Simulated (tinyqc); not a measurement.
# Changing the dose Q

Model: implant damage, amorphisation by cascade overlap, and solid-phase epitaxial regrowth. Computed by tinyqc, a small Python program. Command: `OMP_NUM_THREADS=1 python tinyqc.py 3113201 3113202 out.jsonl sper sweep`. One thread of a shared host (Intel(R) Xeon(R) Processor @ 2.30GHz), about 0.01 s of CPU time with the checks.

Range and width of the damage are inputs. Dynamic annealing enters only through the surviving share f.

Inputs (values chosen for the exercise, modelled on silicon ions in germanium):

| quantity | value | unit |
|---|---|---|
| atomic density N | 44.2 | 1/nm^3 |
| ion Z1 | 14 | - |
| ion mass M1 | 28 | u |
| target Z2 | 32 | - |
| target mass M2 | 72.63 | u |
| ion energy E | 120 | keV |
| displacement energy E_d | 17 | eV |
| depth of the damage peak R_d | 84 | nm |
| width of the damage profile s_d | 45 | nm |
| share of defects that survive f | 0.71 | - |
| critical displaced share x_c | 0.15 | - |
| regrowth prefactor v0 | 2.4e+16 | nm/s |
| regrowth energy E_a | 2.15 | eV |
| anneal temperature | 461 | C |
| rate relative to (100) | 1 | - |
| peak enhancement by the dopant | 8.7 | - |

Constants: a_0 = 0.529177210903 angstrom; e^2/(4 pi eps_0) = 14.39964548 eV angstrom; k_B = 8.617333262e-05 eV/K.

Method:
- Robinson partition: eps = E a M2/(Z1 Z2 (e^2/(4 pi eps_0)) (M1 + M2)), a = 0.8853 a_0/sqrt(Z1^(2/3) + Z2^(2/3)); k = 0.0793 Z1^(2/3) Z2^(1/2) (M1 + M2)^(3/2)/((Z1^(2/3) + Z2^(2/3))^(3/4) M1^(3/2) M2^(1/2)); damage energy T_d = E/(1 + k (eps + 0.40244 eps^(3/4) + 3.4008 eps^(1/6))); displacements nu = 0.8 T_d/(2 E_d).
- Displaced share x(z) = f nu Q exp(-(z - R_d)^2/(2 s_d^2))/(sqrt(2 pi) s_d N); the layer is amorphous where x > x_c, between R_d -/+ s_d sqrt(2 ln(x_max/x_c)), the upper edge being cut at the surface. Threshold dose Q_c = Q x_c/x_max.
- Displaced atoms per area beyond the lower edge z2: f nu Q (1/2) erfc((z2 - R_d)/(sqrt2 s_d)); they are not removed by regrowth.
- v = v0 x orientation factor x exp(-E_a/(k_B T)) x [1 + (enhancement - 1) exp(-(z - R_d)^2/(2 s_d^2))], T = anneal temperature + 273.15 K; the dopant is taken to follow the damage profile; the lower front moves from the lower edge z2 to the surface, or to the middle (z1 + z2)/2 of a buried layer with upper edge z1; time = int dz/v; the equivalent undoped distance is that time times the undoped velocity.

One run for each value:

| dose Q (1/cm^2) | lower edge (nm) | upper edge (nm) | displaced atoms beyond z2 (1/cm^2) | time with enhancement (s) |
|---|---|---|---|---|
| 1.30e+14 | 120.2 | 47.81 | 2.177e+16 | 0.110 |
| 2.60e+14 | 148.2 | 19.84 | 1.590e+16 | 0.243 |
| 5.40e+14 | 168.1 | 0.00 | 1.321e+16 | 0.809 |
| 1.10e+15 | 183.8 | 0.00 | 1.162e+16 | 1.001 |
| 2.30e+15 | 197.8 | 0.00 | 1.047e+16 | 1.230 |
| 4.70e+15 | 209.9 | 0.00 | 9.640e+15 | 1.466 |
| 9.70e+15 | 221.0 | 0.00 | 8.973e+15 | 1.707 |
| 2.00e+16 | 231.3 | 0.00 | 8.431e+15 | 1.941 |

Over the rows, lower edge (nm) rises from 120 to 231 (exponent d ln y / d ln x 0.30 between the first rows and 0.063 between the last); upper edge (nm) falls from 47.8 to 0, flat over part of the range; displaced atoms beyond z2 (1/cm^2) falls from 2.18e16 to 8.43e15 (exponent d ln y / d ln x -0.45 between the first rows and -0.086 between the last).  Left out: 3.00e13, 6.20e13 (the dose does not amorphise).
